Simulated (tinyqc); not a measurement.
Worked calculation: Hubbard ring of 4 sites. Computed by tinyqc, a small Python program that keeps every step. Settings: hopping = 1.29, U = 3.6, mixing = 0.2, iteration cap = 80. Command: `OMP_NUM_THREADS=1 python tinyqc.py 27913 27914 out.jsonl` (the two numbers bound the seeds that draw the settings). One thread of a shared host (Intel(R) Xeon(R) Processor @ 2.60GHz), about 0.2 s of CPU time with the checks. Later iterations appear only in the table of the cycle.

## Mean-field iteration 1

one-body matrix (hopping and site energies) (eV), lower triangle:
```
         1        2        3        4
1  -0.4900
2  -1.2900  -0.6000
3   0.0000  -1.2900   0.9600
4  -1.2900   0.0000  -1.2900  -0.5000
```

U = 3.6000 eV

electrons, up and down: 2  2

mixing = 0.2000

n(up) at the start (a guess, not normalised): 1 0.5000, 2 0.5000, 3 0.5000, 4 0.5000

n(down) at the start (a guess): 1 0.5000, 2 0.5000, 3 0.5000, 4 0.5000

H(up) = T + U n(down), H(down) = T + U n(up); fill the lowest levels; n(new) = n + mixing (n(out) - n); E = tr T (rho up + rho down) + U sum n_up n_down of the output.

levels, up (eV): -1.0417  1.2500  1.9781  4.3836

levels, down (eV): -1.0417  1.2500  1.9781  4.3836

energy = -2.0377 eV

n(up) after iteration 1: 1 0.4658, 2 0.5567, 3 0.4251, 4 0.5523

n(down) after iteration 1: 1 0.4658, 2 0.5567, 3 0.4251, 4 0.5523

## Mean-field iteration 2

As before.

levels, up (eV): -1.0152  1.4461  1.8155  4.3236

levels, down (eV): -1.0152  1.4461  1.8155  4.3236

energy = -2.1508 eV

n(up) after iteration 2: 1 0.4430, 2 0.5990, 3 0.3678, 4 0.5902

n(down) after iteration 2: 1 0.4430, 2 0.5990, 3 0.3678, 4 0.5902

## Mean-field iteration 3

As before.

levels, up (eV): -1.0022  1.5901  1.6898  4.2924

levels, down (eV): -1.0022  1.5901  1.6898  4.2924

energy = -2.2204 eV

n(up) after iteration 3: 1 0.4280, 2 0.6318, 3 0.3246, 4 0.6156

n(down) after iteration 3: 1 0.4280, 2 0.6318, 3 0.3246, 4 0.6156

## Convergence

Each step fills the lowest levels of T + U n(other spin) and sets n(new) = n + mixing (n(out) - n); stop when output and input agree to 1e-8.

Course of the cycle:
```
iteration     E (eV)  largest |n(out) - n(in)|  mean |n_up - n_down|
1          -2.037720                  3.74e-01                0.0000
2          -2.150753                  2.87e-01                0.0000
3          -2.220353                  2.16e-01                0.0000
4          -0.680288                  4.15e-01                0.0000
5          -2.127285                  2.33e-01                0.0000
6          -2.206561                  1.78e-01                0.0000
7          -0.660213                  3.87e-01                0.0000
8          -2.118482                  2.19e-01                0.0000
9          -2.202872                  1.66e-01                0.0000
10         -0.653893                  3.78e-01                0.0000
11         -2.115752                  2.20e-01                0.0000
...              ...                       ...                   ...
70         -0.650619                  3.74e-01                0.0000
71         -2.114679                  2.23e-01                0.0000
72         -2.201378                  1.60e-01                0.0000
73         -0.650619                  3.74e-01                0.0000
74         -2.114679                  2.23e-01                0.0000
75         -2.201378                  1.60e-01                0.0000
76         -0.650619                  3.74e-01                0.0000
77         -2.114679                  2.23e-01                0.0000
78         -2.201378                  1.60e-01                0.0000
79         -0.650619                  3.74e-01                0.0000
80         -2.114679                  2.23e-01                0.0000
```

Not converged within 80 iterations: the residual wanders without falling. The lowest mean-field energy found from random starts is -3.62380 eV. Reruns (cap 100 unless said): mixing 0.5: not converged; mixing 0.9: not converged; the original settings with a cap of 400: not converged.

## Exact diagonalisation (36 states)

Lowest levels of the sector, and the double occupancy of the lowest state.

lowest levels (eV): -3.9298  -3.6921  -2.8897  -2.0411  -2.0323  -1.7650

double occupancy per site = 0.0998

## The lowest level by Lanczos steps

From a random start vector (not printed): a_j = <q_j|H|q_j>, b_j = norm of the remainder after orthogonalising; the Ritz value is the lowest eigenvalue of the tridiagonal matrix of a and b so far.

Lanczos:
```
j   a_j (eV)  b_j (eV)  lowest Ritz value (eV)
1     1.6270    3.4205                1.626957
2     3.4960    4.5824               -0.984363
3     2.3906    3.6095               -2.968353
4     3.8420    3.5316               -3.633220
5     4.8865    3.9001               -3.797514
6     4.0793    3.5084               -3.854696
7     2.8831    3.4000               -3.879300
8     3.5115    3.4928               -3.891143
9     2.1996    3.2327               -3.898915
10    1.1157    2.5204               -3.908750
```
